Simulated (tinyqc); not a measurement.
Length of a polyene: Hueckel, PPP and singles CI along the polyenes. Computed by the program tinyqc. Command: `OMP_NUM_THREADS=1 python tinyqc.py 113167 113168 out.jsonl`; one thread of a shared host (Intel(R) Xeon(R) Processor @ 2.60GHz), about 0.2 s.

All-trans chains of carbon centres 1.40 angstrom apart:
```
parameter                               value
beta (eV), times 1 +/- alternation  -2.580000
alternation                          0.050000
W (eV)                              11.160000
gamma_rr (eV)                       11.100000
repulsion formula                          MN
```

Hueckel uses the same beta without repulsion; CIS keeps all single excitations and so misses the low, doubly excited 2Ag state. W is the valence ionisation energy of a centre, MN the Mataga-Nishimoto formula, f the oscillator strength.

Gaps and excitations (eV):
```
centres  Hueckel gap  PPP orbital gap  bright singlet (CIS)      f  lowest triplet (CIS)
2              5.418           10.757                 8.299  0.711                 2.537
4              3.496            8.241                 5.842  1.148                 1.585
6              2.620            6.979                 4.690  1.618                 1.157
8              2.124            6.223                 4.011  2.064                 0.924
10             1.806            5.721                 3.563  2.482                 0.782
12             1.586            5.367                 3.247  2.876                 0.688
14             1.425            5.106                 3.013  3.251                 0.623
```

The Hueckel gap tends to 4 x alternation x |beta| = 0.52 eV for long chains. Exchange opens the PPP orbital gap, and the attraction of electron and hole brings the bright state 2.09 eV below it at 14 centres; the triplet lies 2.39 eV lower still.
